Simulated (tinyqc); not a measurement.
Thermionic emission over a Gaussian spread of barriers: one step of the calculation.

Metal on an n-type semiconductor with one parabolic valley; V > 0 is forward bias (metal positive). Patches of barrier height b are spread as a Gaussian with mean phi - r2 V and variance sg^2 + r3 V; each carries A* T^2 exp(-b/Vt) [exp(V/Vt) - 1].

Question. The same mean by Simpson's rule. With mean mu and deviation s at this bias, take nb equally spaced b from mu - s^2/Vt - 3.5 s to mu + s, the Gaussian density g(b) and y = g exp(-(b - mu)/Vt); the integral I of y gives phi_ap = mu - Vt ln I.

Values chosen for this exercise; band and dielectric values close to those of indium phosphide:

| symbol | value | unit | meaning |
|---|---|---|---|
| T | 300 | K | temperature |
| phi | 0.58 | eV | barrier height seen from the metal |
| sg | 0.032 | eV | standard deviation of the barrier heights |
| r2 | -0.006 |  | shift of the mean barrier per volt, with its sign reversed (rho2) |
| r3 | -0.0015 | V | change of sg^2 per volt (rho3) |
| V | 0.22 | V | bias |
| nb | 9 |  | barrier heights sampled |

Constants: q = 1.602176634e-19 C, kB = 1.380649e-23 J/K, Vt = kB T/q. Results are converted to the units shown.

Wanted: b; g; y; I; phi_ap.

Answer.

```
point  b (eV)  g (1/eV)  y (1/eV)
0      0.4623  5.568e-4   0.05568
1      0.4804  0.009916    0.4909
2      0.4986    0.1097     2.689
3      0.5168    0.7541     9.151
4      0.5350     3.221     19.35
5      0.5531     8.546     25.42
6      0.5713     14.09     20.75
7      0.5895     14.43     10.52
8      0.6077     9.185     3.315
```

I = 1.643
phi_ap = 0.5685 eV

Numbers from tinyqc (`OMP_NUM_THREADS=1 python tinyqc.py 2640086 2640087 out.jsonl`; about 0.01 s on one thread of a shared Intel Xeon 2.30GHz).
